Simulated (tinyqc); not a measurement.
Which current rules in forward bias: trap-assisted generation and recombination current of an abrupt junction. Computed by tinyqc, a small Python program. Command: `OMP_NUM_THREADS=1 python tinyqc.py 3030793 3030794 out.jsonl junctionleak walk`. One thread of a shared host (Intel(R) Xeon(R) Processor @ 2.30GHz), about 0.01 s of CPU time with the checks.

Depletion approximation, flat quasi-Fermi levels across the depleted layer, long neutral regions with minority lifetimes tau_n and tau_p, full ionisation and Boltzmann statistics. Voltages in exponents stand for e V.

Inputs (values chosen for the exercise, with bands and screening modelled on silicon):

| quantity | value | unit |
|---|---|---|
| gap E_g | 1.13 | eV |
| electron mass m_e | 0.325 | m_0 |
| valleys M_c | 6 | - |
| hole mass m_h | 0.818 | m_0 |
| dielectric constant eps | 11.8 | - |
| acceptor density N_A | 4.2e+15 | cm^-3 |
| donor density N_D | 8.1e+17 | cm^-3 |
| capture time tau_n | 4.8e-06 | s |
| capture time tau_p | 5.9e-05 | s |
| trap level E_t - E_i | -0.18 | eV |
| electron diffusion coefficient D_n | 8.1 | cm^2/s |
| hole diffusion coefficient D_p | 8.4 | cm^2/s |
| temperature T | 250 | K |

Field enhancement: none.

Constants: k_B = 8.617333262e-05 eV/K; m_0 = 9.1093837015e-31 kg; k_B = 1.380649e-23 J/K; h = 6.62607015e-34 J s; e = 1.602176634e-19 C; eps_0 = 8.8541878128e-12 F/m.

Method:
- N_c = 2 M_c (2 pi m_e k_B T/h^2)^(3/2) and N_v = 2 (2 pi m_h k_B T/h^2)^(3/2), masses in units of m_0.
- n_i = sqrt(N_c N_v) exp(-E_g/2 k_B T); V_bi = (k_B T/e) ln(N_A N_D/n_i^2); diffusion saturation current J_d0 = e n_i^2 [sqrt(D_n/tau_n)/N_A + sqrt(D_p/tau_p)/N_D].
- W = sqrt(2 eps eps_0 (V_bi - V)(1/N_A + 1/N_D)/e), x_p = W N_D/(N_A + N_D), x_n = W - x_p, peak field F_m = 2 (V_bi - V)/W; reverse bias means V = -V_r.
- Potential from the p edge: phi = (V_bi - V) x^2/(x_p W) on the p side and (V_bi - V)[1 - (W - x)^2/(x_n W)] on the n side; p = N_A exp(-phi/k_B T), n = n_i^2 exp(V/k_B T)/p; U = (n p - n_i^2)/[tau_p (n + n_i exp(dE/k_B T)) + tau_n (p + n_i exp(-dE/k_B T))], dE = E_t - E_i, n1 = n_i exp(dE/k_B T), p1 = n_i exp(-dE/k_B T); J_t = e int U dx by the trapezoid rule on 400 intervals on each side.
- J_d = J_d0 (exp(V/k_B T) - 1). Ideality n = (e/k_B T) dV/d ln J, central difference of 1 mV. The rows stop just below the bias where n = 0.1 p or tau_p n = 0.1 tau_n p at the p edge, or the like at the n edge.

k_B T = 0.0215433 eV

n_i = 7.05431e+07 cm^-3

J_d0 = 2.46971e-16 A/cm^2

Forward characteristic:

| V (V) | J_t (A/cm^2) | J_d (A/cm^2) | ideality of J_t | ideality of the sum |
|---|---|---|---|---|
| 0.13 | 2.1293e-12 | 1.0287e-13 | 1.1146 | 1.1086 |
| 0.21 | 5.2008e-11 | 4.2270e-12 | 1.2292 | 1.2084 |
| 0.28 | 5.9767e-10 | 1.0894e-10 | 1.4633 | 1.3657 |
| 0.36 | 5.9503e-09 | 4.4661e-09 | 1.7478 | 1.3235 |
| 0.44 | 4.6989e-08 | 1.8309e-07 | 1.8164 | 1.1011 |
| 0.51 | 2.8517e-07 | 4.7184e-06 | 1.7787 | 1.0256 |
| 0.59 | 2.4156e-06 | 1.9343e-04 | 1.6973 | 1.0051 |
| 0.66 | 1.6346e-05 | 4.9849e-03 | 1.7696 | 1.0014 |

Diffusion overtakes recombination between 0.36 and 0.44 V, and the ideality of the sum goes from 1.11 to 1.00, with a maximum of 1.37 at 0.28 V. The ideality of J_t alone lies between 1.11 and 1.82; it is near 1 at low bias, where re-emission from a level off midgap limits the rate, and rises once n and p exceed n1 and p1.

Extremes, crossings and ranges named in words are read from the listed rows.
